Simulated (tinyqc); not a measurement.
What moves the results: quaternary alloy A(x)B(1-x)C(y)D(1-y) matched to a substrate. A value that a table varies takes the place of the one given here.

Q(x,y) = x y Q_AC + x (1 - y) Q_AD + (1 - x) y Q_BC + (1 - x)(1 - y) Q_BD for the lattice constant. Gap, rule 1: Q(x,y) - x (1 - x)[y C_ABC + (1 - y) C_ABD] - y (1 - y)[x C_ACD + (1 - x) C_BCD]. Rule 2 (mean of ternaries): {x (1 - x)[y T_ABC(x) + (1 - y) T_ABD(x)] + y (1 - y)[x T_ACD(y) + (1 - x) T_BCD(y)]}/{x (1 - x) + y (1 - y)}, T_ABC(x) = x E_AC + (1 - x) E_BC - C_ABC x (1 - x), T_ACD(y) = y E_AC + (1 - y) E_AD - C_ACD y (1 - y), and alike. Only the Gamma valley is followed.

Matching a(x,y) = a_s gives x = (a_s - y a_BC - (1 - y) a_BD)/(y (a_AC - a_BC) + (1 - y)(a_AD - a_BD)).
Constants: hc = 1239.841984 eV nm.

Inputs chosen for the exercise (AC, AD, BC, BD near GaAs, GaSb, InAs and InSb; substrate near InP; not measured data): a = (5.648, 6.101, 6.058, 6.478) angstrom (lattice constants of AC, AD, BC, BD); Eg = (1.536, 0.803, 0.42, 0.234) eV (gaps at Gamma of AC, AD, BC, BD); Cb = (0.469, 0.468, 1.293, 0.657) eV (bowing of ABC, ABD, ACD, BCD); a_s = 5.874 angstrom (substrate); y = 0.77 (fraction of C).

## Along the matched line

x follows from y.

Results:
```
y          x  bilinear (eV)  rule 1 (eV)  rule 2 (eV)  wavelength 1 (nm)  wavelength 2 (nm)
0.51  0.9898         1.1682       0.8419       0.8590               1473               1443
0.57  0.9211         1.1514       0.8127       0.9086               1526               1365
0.63  0.8532         1.1307       0.7924       0.9283               1565               1336
0.69  0.7860         1.1062       0.7799       0.9330               1590               1329
0.75  0.7194         1.0779       0.7743       0.9282               1601               1336
0.81  0.6534         1.0460       0.7747       0.9160               1600               1354
0.87  0.5881         1.0103       0.7801       0.8958               1589               1384
0.93  0.5234         0.9711       0.7897       0.8650               1570               1433
0.99  0.4594         0.9283       0.8024       0.8159               1545               1520
```

What does this show, and why?

The matched alloys span 0.774 to 0.842 eV by rule 1, with the lowest value inside the range, at y = 0.75. Along the line dx/dy is -1.144 between the first two rows and -1.067 between the last two. In energy the two rules differ most at y = 0.75, by 154 meV (265 nm there), which measures how far the ternary data leave the interior open. Miscibility gaps are not considered.

## What each parameter does

x is matched anew each time. Each row changes one parameter from the base and keeps the others.

Results:
```
case                                            x  rule 1 (eV)  rule 2 (eV)
base                                       0.6973       0.7738       0.9250
y = 0.78                                   0.6863       0.7738       0.9230
a_s = 5.87 angstrom                        0.7072       0.7844       0.9348
Cb = (0.563, 0.562, 1.552, 0.788) eV       0.6973       0.7150       0.8964
Eg = (1.586, 0.803, 0.42, 0.234) eV        0.6973       0.8007       0.9518
a = (5.658, 6.101, 6.058, 6.478) angstrom  0.7109       0.7884       0.9385
```

What does this show?

The largest shifts from the base row, up to three for each result and ties (the steps differ in size, so this ranks the rows, not the parameters). x: a +0.0136, y -0.0110, a_s +0.0099; unchanged at the printed digits by Cb and Eg. rule 1 (eV): Cb -0.0588, Eg +0.0268, a +0.0145; unchanged at the printed digits by y. rule 2 (eV): Cb -0.0286, Eg +0.0268, a +0.0135.

Program tinyqc; command `OMP_NUM_THREADS=1 python tinyqc.py 1081423 1081424 out.jsonl`; about 0.01 s on one thread of a shared Intel(R) Xeon(R) Processor @ 2.30GHz.
